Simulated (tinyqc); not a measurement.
From threshold to a deep level: trap in a gate oxide as a short-range spherical well.

A spherical well of radius R and depth V0 below the conduction edge, one mass m, c = hbar^2/2m0. The s level at binding Et solves k cot(k R) = -kappa with k = sqrt(m (V0 - Et)/c), kappa = sqrt(m Et/c); it exists for V0 > Vc = c (pi/2R)^2/m. Outside, psi falls as exp(-kappa r)/r.

Constants: hbar^2/2m0 = 3.80998211 eV angstrom^2.

Parameters, chosen for this exercise (out of a larger set: near those of SiO2 on 4H SiC; not measured data): R = 4.1 angstrom (radius of the well); m = 0.472 m0 (mass); fV = (1.02, 1.15, 1.34, 1.59, 2.03, 3.7, 5.1) (V0/Vc).

Et against the depth at fixed R; near threshold Et = (pi^2/16)(V0 - Vc)^2/Vc.

Results:
```
V0/Vc  V0 (eV)    Et (eV)  threshold form (eV)  1/kappa (angstrom)  share outside
1.02     1.209  0.0002881            0.0002923               167.4          0.976
1.15     1.363    0.01483              0.01644                23.3          0.841
1.34     1.588    0.06786              0.08449                10.9          0.696
2.03     2.405     0.4497               0.7754                 4.2          0.413
3.70     4.384      1.878                5.328                 2.1          0.192
5.10     6.043      3.279                12.29                 1.6          0.127
```

Give the missing row, V0/Vc = 1.59.

Computed row:
```
V0/Vc  V0 (eV)  Et (eV)  threshold form (eV)  1/kappa (angstrom)  share outside
1.59     1.884   0.1791               0.2544                 6.7          0.562
```

The threshold form holds to 10 % up to V0/Vc = 1.02 of those listed. There the state is mostly outside the well (98 % in the first row) and knows only Et, which is why a delta-well model works; more than half is inside from V0/Vc = 2.03 on. A second s level would need V0/Vc > 9.

(tinyqc, `OMP_NUM_THREADS=1 python tinyqc.py 1282545 1282546 out.jsonl`, Intel(R) Xeon(R) Processor @ 2.30GHz, 1 thread, shared host, about 0.01 s.)
